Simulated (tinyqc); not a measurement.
Gated graphene, quantum capacitance: two steps of the calculation.

phi is the Fermi level above the Dirac point, in volts; Vg is counted from the gate voltage of charge neutrality. Ideal linear bands, no charge puddles.

Values chosen for this exercise; values close to those of graphene:
- T = 77 K (temperature)
- vF = 9.4e5 m/s (Fermi velocity)
- Dit = 3.7e11 cm^-2 eV^-1 (density of traps)
- Vg = 0.43 V (gate voltage)

Constants: q = 1.602176634e-19 C, kB = 1.380649e-23 J/K, hbar = 1.054571817e-34 J s, Vt = kB T/q. Results are converted to the units shown.

Problem 1. New phi. N0 = (2/pi)(kB T/(hbar vF))^2; n = N0 F1(phi/Vt), p = N0 F1(-phi/Vt), F1(e) = int_0^infinity u du/(1 + exp(u - e)) = -Li2(-exp(e)); Cq = q d(n - p)/dphi = (q N0/Vt) ln[2 (1 + cosh(phi/Vt))]. Newton: f = phi + q (n - p + Dit phi)/Cox - Vg, phi(new) = phi - f/(1 + (Cq + q Dit)/Cox).

phi at the start = 0.43 V
Cox = 3.8541759 uF/cm^2

Wanted: n; p; Cq; f; phi after iteration 1.

Solution 1.

n = 1.5387e13 cm^-2
p = 5.2530e-19 cm^-2
Cq = 11.457 uF/cm^2
f = 0.64623 V
phi after iteration 1 = 0.26796 V

Problem 2. Charge and capacitances at the solution. 1/C_G = 1/Cox + 1/(Cq + q Dit); dphi/dVg = Cox/(Cox + Cq + q Dit).

converged phi = 0.23499899 V
Cox = 3.8541759 uF/cm^2

Find: n - p; Cq; C_G; dphi/dVg.

Solution 2.

n - p = 4.604e12 cm^-2
Cq = 6.261 uF/cm^2
C_G = 2.394 uF/cm^2
dphi/dVg = 0.3788

C_G is 62.1 % of Cox; 54.7 % of the gate voltage has gone into phi.

tinyqc, about 0.01 s, one thread, Intel Xeon 2.30GHz (shared host): `OMP_NUM_THREADS=1 python tinyqc.py 2200132 2200133 out.jsonl`
